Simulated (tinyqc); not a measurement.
Gated graphene: carriers, quantum capacitance and optical conductivity, step by step. Values are carried at full precision from step to step, so a last printed digit may differ when a step is redone from the rounded ones.

Cones E = +/- hv |k|, four flavours, D(E) = 2|E|/(pi hv^2). n = (2/pi)(kT/hv)^2 F_1(mu/kT), p = (2/pi)(kT/hv)^2 F_1(-mu/kT), in 1/angstrom^2 (1e16 for 1/cm^2); F_1(eta) = integral_0^infinity x dx/(1 + exp(x - eta)). Cq/e^2 = d(n - p)/d mu = (2 kT/(pi hv^2)) ln(2 + 2 cosh(mu/kT)).

Gate: V = mu/e + e (n - p)/Cox with Cox/e^2 = k/(4 pi e2 t), t in angstrom, e2 = e^2/(4 pi eps0); 1/(eV angstrom^2) in C/e^2 equals 1602.176634 microfarad/cm^2; total 1/C = 1/Cox + 1/Cq.

Constants: kB = 8.617333262e-05 eV/K; e^2/(4 pi eps0) = 14.39964547 eV angstrom; fine-structure constant alpha = 0.007297352564.

Inputs chosen for the exercise (Fermi velocity near that of graphene, gate dielectric near HfO2; shifted at random, so the results belong to these values and not to a real crystal): hv = 6.77 eV angstrom (hbar vF); T = 400 K; k = 17.66 (dielectric constant of the gate layer); t = 3 nm (its thickness); V = 0.04 V (gate voltage from the neutrality point); E = 0.04 eV (photon energy); Gm = 2 meV (intraband damping).

## Chemical potential at the gate voltage

Solve the gate equation for mu.

Cox = 5.212 microfarad/cm^2
mu = 0.0329 eV
n = 2.88e+11 1/cm^2
p = 5.83e+10 1/cm^2

mu takes 82.3 % of the gate voltage; the zero-temperature rule |mu| = hv sqrt(pi |n - p|) gives 0.0576 eV.

## Quantum capacitance

1/(eV angstrom^2) in C/e^2 equals 1602.176634 microfarad/cm^2; 1/C = 1/Cox + 1/Cq.

Cq = 1.232 microfarad/cm^2
C = 0.9965 microfarad/cm^2
Cq at mu = 0 = 1.063 microfarad/cm^2

C is 0.191 of Cox.

## Optical conductivity at one energy

Conductivity over sigma0 = e^2/(4 hbar): interband Re = sinh(E/2kT)/(cosh(mu/kT) + cosh(E/2kT)); intraband Re = (8 kT/pi) ln(2 cosh(mu/2kT)) Gm/(E^2 + Gm^2). A free sheet absorbs about pi alpha_f Re(sigma/sigma0), alpha_f the fine-structure constant (alpha among the constants).

Evaluate both parts and the absorption.

interband = 0.2301
intraband = 0.0879
absorption = 0.729 %

E is within 2 kT of 2|mu| = 0.0658 eV; at this temperature interband transitions are mostly Pauli blocked; the universal value is pi alpha_f = 2.293 %.

## Checks

- Cq/e^2 against the finite difference of n - p (1/(eV angstrom^2)): both 0.0007690.

Computed by tinyqc, a small Python program: `OMP_NUM_THREADS=1 python tinyqc.py 1681928 1681929 out.jsonl` (the numbers bound the seed that draws the inputs); one thread of a shared host (Intel(R) Xeon(R) Processor @ 2.30GHz), about 0.01 s for the whole set of steps.
